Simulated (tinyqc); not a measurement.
Worked calculation: gas flow in a process chamber: flow regimes, conductance, effective pumping speed, pump-down, outgassing and purge. Computed by tinyqc, a small Python program that keeps every step. Command: `OMP_NUM_THREADS=1 python tinyqc.py 3120105 3120106 out.jsonl pump walk`. One thread of a shared host (Intel(R) Xeon(R) Processor @ 2.30GHz), about 0.09 s of CPU time with the checks. Intermediate numbers are printed to about 6 digits and carried at full precision; extremes and crossings named in words are read from the listed rows.

Ideal gas, isothermal flow, a pump of constant speed at the end of a round pipe; process gas, volume gas and outgassing are given the same properties. 1 sccm = 101325 Pa x 1e-6 m^3/60 s x T/273.15 K.

Inputs (values chosen for the exercise, modelled on oxygen near room temperature):
```
quantity                     value            unit
molar mass M                    32           g/mol
molecular diameter            0.36              nm
viscosity eta                 20.6   micropascal s
temperature T                  300               K
chamber volume V               240               L
wall area                      1.3             m^2
pipe diameter d                 16              cm
pipe length l                  370              cm
pump speed S                   680             L/s
process gas flow               7.9            sccm
outgassing rate after 1 h  4.5e-06  Pa m^3/(s m^2)
outgassing exponent n         0.92               -
starting pressure p0           260              Pa
target base pressure         2e-05              Pa
```

Constants: k_B = 1.380649e-23 J/K; u = 1.6605390666e-27 kg.

## Molecular flow

Mean speed c = sqrt(8 k_B T/(pi m)); aperture conductance C_a = c pi d^2/16; molecular pipe C_m = C_a/(1 + 3 l/(4 d)) (Dushman form); viscous pipe C_v = pi d^4 p_mean/(128 eta l); Knudsen interpolation C = C_v + C_m (1 + x)/(1 + 1.24 x), x = d p_mean sqrt(m/(k_B T))/eta. Effective speed 1/S_eff = 1/S + 1/C_m; time constant V/S_eff; pressure at which the free path k_B T/(sqrt2 pi d_m^2 p) equals d.

mean speed c = 445.526 m/s

C_a = 2239.46 L/s

C_m = 122.083 L/s

S_eff in molecular flow = 103.501 L/s

time constant = 2.31882 s

pressure where the free path equals d = 0.0449588 Pa

The pipe passes on 15 % of the pump speed; a larger pump would gain little, since S_eff cannot exceed C_m.

## Process pressure

Steady flow: the pump inlet is at p_2 = Q/S, and the chamber pressure p_1 solves Q = C((p_1 + p_2)/2) (p_1 - p_2). Residence time = p_1 V/Q. Knudsen number = free path at the mean pressure over d.

throughput Q = 14.6525 Pa L/s

p_2 = 0.0215478 Pa

chamber pressure p_1 = 0.141771 Pa

conductance C = 121.877 L/s

residence time = 2.32213 s

Knudsen number = 0.550563

The flow in the pipe is transitional.

## Purging a well-mixed chamber

With steady flow a contaminant decays as exp(-t/residence time); gas used = flow x time.

time to dilute 1e3 times = 16.0407 s

time to dilute 1e6 times = 32.0815 s

gas used for 1e6 = 4.22406 standard cm^3

## Pump-down curve

Pump-down: V dp/dt = -S_eff(p) p + q(t) A, with S_eff = S p_2/p, where p_2 solves C((p + p_2)/2) (p - p_2) = S p_2 at each moment, and q(t) = q_1 (1 h/(t + 10 s))^n; integrated adaptively. At long times p = q(t) A/S_eff. S_eff(p) is tabulated at 260 pressures and interpolated in ln p. Comparison columns: p0 exp(-t/time constant) with the molecular S_eff (0 below 1e-26 p0), and the outgassing limit.

Pressure against time:
```
t (s)        p (Pa)  S_eff (L/s)  volume gas only (Pa)  outgassing limit (Pa)
0.3     1.12951e+02      660.935           2.28447e+02            1.23652e-02
1       1.81384e+01      572.497           1.68920e+02            1.16393e-02
3       1.12675e+00      182.966           7.13017e+01            9.98118e-03
10      4.62209e-02       99.386           3.48387e+00            6.71525e-03
30      3.80860e-03      102.637           6.25516e-04            3.54907e-03
100     1.43265e-03      103.156           4.85128e-17            1.39936e-03
300     5.43939e-04      103.367                     0            5.39457e-04
1000    1.82451e-04      103.455                     0            1.81984e-04
3600    5.64182e-05      103.487                     0            5.63772e-05
20000   1.16660e-05      103.498                     0            1.16644e-05
100000  2.65450e-06      103.500                     0            2.65442e-06
```

From t = 30 s on the pressure is within 20 % of the outgassing limit, which falls only as (t + 10 s)^-0.92: walls, not volume, set the time to base pressure. Early on viscous flow raises S_eff to 661 L/s, 6.4 times its molecular value.

## Time to base pressure

From the outgassing limit: t = 1 h x (q_1 A/(S_eff p_target))^(1/n) - 10 s; monolayer time at the target = 1e19 m^-2 x 4 k_B T/(p c) for unit sticking.

time to the target = 3.09047 h

monolayer time = 18.5935 s

Checks made by the program: throughput from C and the pressure drop (relative difference below 1e-10).
